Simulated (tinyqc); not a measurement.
## Gain factor and gap resistance from two string resistances

Question. At small bit-line voltage each of the 64 cells has the resistance 1/(K x) at overdrive x (no mobility reduction) in series with a gap resistance Rg. Find K, Rg and the share of the gaps at the higher overdrive.

resistance of a string of 64 equal cells at overdrives of 4 and 8.5 V (kohm): [3588, 2264.4706]

Answer. The resistance per cell is a straight line in 1/x with slope 1/K and intercept Rg.

K = 6.400 uA/V^2
Rg = 17.00 kohm
share of the gaps = 48.05 %

tinyqc, about 0.7 s, one thread, Intel Xeon 2.30GHz (shared host): `OMP_NUM_THREADS=1 python tinyqc.py 2142004 2142005 out.jsonl`
